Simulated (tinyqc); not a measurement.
Inside a calculation: core-shell quantum dot (spherical envelope functions). Values are carried at full precision from step to step, so a last printed digit may differ when a step is redone from the rounded ones.

Parabolic bands; strain and other valleys are left out. s states, u = r psi, hard wall at R + H, c = hbar^2/2m0, energies from the band edges of the core. Core: u = sin(k1 r)/k1, k1 = sqrt(m1 E/c). At R, psi and psi'/m are continuous, so u is continuous and its slope in the shell is s = u/R + (m2/m1)(u' - u/R). Shell: u(R + x) = u(R) cos(k2 x) + s sin(k2 x)/k2, k2 = sqrt(m2 (E - V)/c); for negative arguments the functions turn into sinh and cosh. A level has u(R + H) = 0.

Constants: hbar^2/2m0 = 3.80998211 eV angstrom^2; e^2/(4 pi eps0) = 14.39964547 eV angstrom; hc = 1239.841984 eV nm.

Parameters, chosen for this exercise (near those of an InP/GaP core-shell dot; not measured data): R = 22 angstrom (core radius); H = 38 angstrom (shell thickness); Vc = 0.428 eV (conduction edge of the shell above that of the core); me1 = 0.079 m0 (electron, core); me2 = 0.127 m0 (electron, shell); E = 0.317 eV (trial energy of the electron); Vv = 0.318 eV (hole barrier of the shell); mh1 = 0.428 m0 (hole, core); mh2 = 0.509 m0 (hole, shell); Eg = 1.358 eV (gap of the core); eps = 10.2 (dielectric constant).

## Shooting at a trial energy

Carry the electron solution outwards.

k1^2 = 0.0065730 1/angstrom^2
k2^2 = -0.0037000 1/angstrom^2
u(R) = 12.056 angstrom
s = -0.6725
u(R + H) = 6.189 angstrom

u(R + H) is positive: no node yet, so the lowest level lies above the trial energy.

## Ground states

Find the lowest root for electron and hole, and the share of u^2 inside the core.

Levels:
```
carrier   E (eV)  share in the core
electron  0.3260              0.626
hole      0.1100              0.915
```

The core holds 5 % of the volume. Both carriers sit mainly in the core, as the type I line-up favours.

## Overlap and Coulomb integrals

Overlap = (integral of u_e u_h)^2 with normalised u. Coulomb integrals J_ab = (q/eps) double integral of u_a(r)^2 u_b(s)^2/max(r, s), q = e^2/(4 pi eps0), one eps everywhere. Exciton E = Eg + E_e + E_h - J_eh; first-order biexciton shift J_ee + J_hh - 2 J_eh (positive: repulsive).

Integrate numerically.

overlap = 0.821

J_eh, J_ee, J_hh (meV): 72.2  62.7  87.5

## Exciton and biexciton

Give E, the wavelength hc/E and the biexciton shift.

E = 1.722 eV
wavelength = 720 nm
biexciton shift = 6 meV

At first order the shift is the Coulomb integral of the net charge density with itself and cannot be negative; correlation, left out here, lowers it, and may reverse a shift as small as this.

## Checks

- Level without offset and mass step against c (pi/(R + H))^2/m, eV: both 0.1322.
- J_ee in that case against 1.786 q/(eps (R + H)), meV: both 42.0.

Program tinyqc; command `OMP_NUM_THREADS=1 python tinyqc.py 1250494 1250495 out.jsonl`; about 0.05 s on one thread of a shared Intel(R) Xeon(R) Processor @ 2.30GHz.
